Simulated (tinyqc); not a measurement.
Defect-molecule model of a vacancy with Jahn-Teller distortion: sweeps and comparisons. A value that a table varies takes the place of the one given here.

Four dangling hybrids a, b, c, d point into the vacancy: H_ii = E0, and -gm between any two. A tetragonal distortion Q pairs a with b and c with d: those two couplings become -gm - I Q and the other four -gm + I Q/2, at an elastic cost k Q^2/2. The a1 level holds two electrons; charge states 2+, + and 0 put n = 0, 1, 2 more into the lowest level of t2 origin. Energy from the 2+ state at Q = 0, with the Fermi level mu counted from Ev: W_n(Q) = n (et - 2 I Q) + k Q^2/2 + Uc n (n - 1)/2 - n mu. et = E0 + gm is the undistorted t2 level.

Constants: kB = 8.617333262e-05 eV/K.

Values chosen for the exercise (of the size used for the vacancy in silicon; not measured data): E0 = -0.04 eV (level of a dangling hybrid, from Ev); gm = 0.36 eV (coupling between two dangling hybrids); I = 1.03 eV/angstrom (Jahn-Teller coupling); k = 12.1 eV/angstrom^2 (force constant of the mode); Uc = 0.41 eV (repulsion of two electrons in one orbital); T = 300 K (temperature); mu1 = 0.05 eV (first Fermi level).

## Occupation against the Fermi level

Weights g_n exp(-W_n/kT) with W_n = n et - n^2 E_JT + Uc n (n - 1)/2 - n mu, E_JT = 2 I^2/k, degeneracies 1, 6 (spin and three axes) and 3; mu = mu1 + 0.03 j eV.

Shares:
```
mu (eV)      2+       +       0  mean charge
0.05     0.8662  0.1336  0.0002       1.8660
0.08     0.6692  0.3294  0.0014       1.6679
0.11     0.3859  0.6061  0.0080       1.3778
0.14     0.1607  0.8054  0.0340       1.1267
0.17     0.0522  0.8354  0.1124       0.9398
0.20     0.0135  0.6901  0.2964       0.7172
0.23     0.0026  0.4208  0.5766       0.4259
0.26     0.0004  0.1860  0.8136       0.1867
0.29     0.0000  0.0669  0.9331       0.0669
```

How do the results move?

U_eff = Uc - 2 E_JT = +0.059 eV and kT = 25.9 meV (the vacancy in silicon is known as negative-U; these values are not). The + state reaches at most 83.5 % on these rows, at mu = 0.17 eV. The mean charge goes from 1.87 to 0.07.

## When U turns negative

The force constant is varied. E_JT = 2 I^2/k, E(2+/+) = et - E_JT, E(+/0) = et - 3 E_JT + Uc, U_eff = Uc - 2 E_JT.

Against k:
```
k (eV/angstrom^2)  E_JT (eV)  (2+/+) (eV)  (+/0) (eV)  U_eff (eV)  Q of the neutral state (angstrom)
8                     0.2652       0.0548     -0.0657     -0.1205                             0.5150
12                    0.1768       0.1432      0.1996      0.0564                             0.3433
16                    0.1326       0.1874      0.3322      0.1448                             0.2575
24                    0.0884       0.2316      0.4648      0.2332                             0.1717
32                    0.0663       0.2537      0.5311      0.2774                             0.1288
48                    0.0442       0.2758      0.5974      0.3216                             0.0858
64                    0.0332       0.2868      0.6305      0.3437                             0.0644
96                    0.0221       0.2979      0.6637      0.3658                             0.0429
```

k at which U_eff = 0 = 10.35 eV/angstrom^2

What does this show, and why?

Levels below 0 lie in the valence band. U_eff is negative for k below 4 I^2/Uc = 10.4: 1 of the 8 rows. The gain grows as n^2, so the second electron wins 3 E_JT where the first wins E_JT. For a stiff lattice the levels tend to et = 0.320 and et + Uc = 0.730 eV. Distortions above about 0.5 angstrom (1 of the rows) are beyond a linear coupling.

## What each parameter does

E_JT = 2 I^2/k, E(2+/+) = et - E_JT, E(+/0) = et - 3 E_JT + Uc, U_eff = E(+/0) - E(2+/+); a1 level E0 - 3 gm. Each row changes one parameter from the base and keeps the others.

Results:
```
case                     (2+/+) (eV)  (+/0) (eV)  U_eff (eV)  a1 (eV)
base                          0.1446      0.2039      0.0593  -1.1200
E0 = 0.01 eV                  0.1946      0.2539      0.0593  -1.0700
gm = 0.4 eV                   0.1846      0.2439      0.0593  -1.2400
I = 1.133 eV/angstrom         0.1078      0.0935     -0.0144  -1.1200
k = 13.31 eV/angstrom^2       0.1606      0.2518      0.0912  -1.1200
Uc = 0.47 eV                  0.1446      0.2639      0.1193  -1.1200
```

What does this show?

The largest shifts from the base row, up to three for each result and ties (the steps differ in size, so this ranks the rows, not the parameters). (2+/+) (eV): E0 +0.0500, gm +0.0400, I -0.0368; unchanged at the printed digits by Uc. (+/0) (eV): I -0.1105, Uc +0.0600, E0 +0.0500. U_eff (eV): I -0.0736, Uc +0.0600, k +0.0319; unchanged at the printed digits by E0 and gm. a1 (eV): gm -0.1200, E0 +0.0500; unchanged at the printed digits by I, k and Uc. E0 and gm move both levels alike, so U_eff depends on I, k and Uc alone.

Run: tinyqc, `OMP_NUM_THREADS=1 python tinyqc.py 1482867 1482868 out.jsonl`; Intel(R) Xeon(R) Processor @ 2.30GHz, one thread, shared host; about 0.01 s of CPU time with all checks.
